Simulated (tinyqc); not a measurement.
Longitudinal sound in a periodic multilayer: transfer matrices, stop bands and folded phonons: one step, computed by the program tinyqc. Command: `OMP_NUM_THREADS=1 python tinyqc.py 3000667 3000668 out.jsonl multilayer walk`. One thread of a shared host (Intel(R) Xeon(R) Processor @ 2.30GHz), about 0.01 s of CPU time with the checks.

Layers 1 and 2 repeat with period d = d_1 + d_2; waves travel normal to the layers, without loss. State vector (u, s): displacement u and stress divided by omega. Impedances Z = rho v are in 1e6 kg/(m^2 s).

Question. Transfer matrix of one period. A layer maps (u, s) by [[cos p, sin p/Z], [-Z sin p, cos p]], p = 2 pi f d_i/v_i; one period is M = M_2 M_1, and cos(q d) = trace(M)/2.

Inputs (values chosen for the exercise, modelled on copper (layer 1), tantalum (layer 2) and silicon (substrate)):
```
quantity       value  unit
velocity v_1    4740   m/s
thickness d_1   9.74    nm
velocity v_2    4110   m/s
thickness d_2   8.49    nm
frequency f     63.2   GHz
```

Z_2 = 67.404

Z_1 = 42.7074

Give: phase p_1; phase p_2; M; trace(M)/2.

Answer.

phase p_1 = 0.8160 rad

phase p_2 = 0.8203 rad

M:
```
        1        2
1  0.1298  0.01907
2  -54.99  -0.3735
```

trace(M)/2 = -0.1218

|trace/2| < 1: f lies in a pass band, with q d = 1.6929 rad (folded into 0 to pi).
